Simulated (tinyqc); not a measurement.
Inside a calculation: two-band massive Dirac model of the K valleys. Values are carried at full precision from step to step, so a last printed digit may differ when a step is redone from the rounded ones.

Basis (conduction, valence): H = [[D/2, a t (tau kx - i ky)], [a t (tau kx + i ky), -D/2 + lam tau sz]], valley tau = +/-1, spin sz = +/-1. The gap of a spin and valley is G = D - lam tau sz. Berry curvature Omega = curl of i<u|grad u>; for the conduction band Omega_c = -tau 2 a^2 t^2 G/(G^2 + 4 a^2 t^2 k^2)^(3/2), and Omega_v = -Omega_c.

Constants: hbar^2/2m0 = 3.80998211 eV angstrom^2.

Inputs chosen for the exercise (near those used for monolayer MoSe2; shifted at random, so the results belong to these values and not to a real crystal): a = 3.316 angstrom (lattice constant); D = 1.49 eV (gap parameter); t = 1.01 eV (effective hopping); lam = 0.08 eV (half the valence spin splitting); tau = 1 (valley); sz = 1 (spin); k = (0.059, 0.092) 1/angstrom (wave vector from the valley); h = 0.04 1/angstrom (side of the plaquette).

## Band edges of the four flavours

At k = 0: Ec = D/2, Ev = -D/2 + lam tau sz; mass m/m0 = c G/(a t)^2 for both bands, c = hbar^2/2m0; Omega_c(0) = -2 tau a^2 t^2/G^2.

Edges:
```
tau  sz  Ec (eV)  Ev (eV)  G (eV)  mass (m0)  Omega_c (angstrom^2)
1     1   0.7450  -0.6650  1.4100     0.4789               -11.284
1    -1   0.7450  -0.8250  1.5700     0.5333                -9.101
-1    1   0.7450  -0.8250  1.5700     0.5333                 9.101
-1   -1   0.7450  -0.6650  1.4100     0.4789                11.284
```

The top of the valence band has spin up at tau = +1 and spin down at tau = -1: spin and valley are locked, with 160 meV between the two valence bands (A and B transitions at 1.410 and 1.570 eV, without exciton binding).

## H at one k

Fill in the matrix and diagonalise: E = lam tau sz/2 -/+ sqrt(G^2/4 + a^2 t^2 k^2).

H (eV):
```
                c               v
c          0.7450  0.1976-0.3081i
v  0.1976+0.3081i         -0.6650
```

levels (eV): -0.7544  0.8344

cos(theta) = G/(E+ - E-) = 0.8875

## Curvature, orbital moment and circular dichroism

Omega_c from the formula; orbital moment of both bands m = -tau (a t)^2 G/(c (G^2 + 4 a^2 t^2 k^2)) in Bohr magnetons (charge -e), c = hbar^2/2m0; interband strengths |P+/-|^2 proportional to (1 +/- tau cos(theta))^2 for P+/- = Px +/- i Py, and eta = (|P+|^2 - |P-|^2)/(|P+|^2 + |P-|^2) = 2 tau cos(theta)/(1 + cos^2(theta)).

Omega_c = -7.888 angstrom^2
orbital moment = -1.645 muB
eta = 0.9929

All three change sign with the valley. The selection rule, exact at k = 0, still holds to 99.3 % here.

## The curvature from a plaquette

Corners counter-clockwise around k, from (-h/2, -h/2); upper eigenvector u with its first component real and positive; Omega = -(sum of arg <u_j|u_(j+1)>)/h^2.

Corners:
```
j      kx      ky      u_c               u_v  arg <u_j|u_j+1> (rad)
1  0.0390  0.0720  0.98285  0.08784+0.16217i              -0.014177
2  0.0790  0.0720  0.97253  0.17204+0.15680i               0.014331
3  0.0790  0.1120  0.95865  0.16404+0.23256i               0.019965
4  0.0390  0.1120  0.96727  0.08344+0.23962i              -0.007541
```

Omega_c from the plaquette = -7.862 angstrom^2

The formula at the centre gives -7.888; the plaquette averages over its area.

## Checks

- Curvature formula against a plaquette of side 1e-4: both -7.8882.
- Eta against the matrix elements of dH/dkx +/- i dH/dky: both 0.99292.

(tinyqc, `OMP_NUM_THREADS=1 python tinyqc.py 1480019 1480020 out.jsonl`, Intel(R) Xeon(R) Processor @ 2.30GHz, 1 thread, shared host, about 0.01 s.)
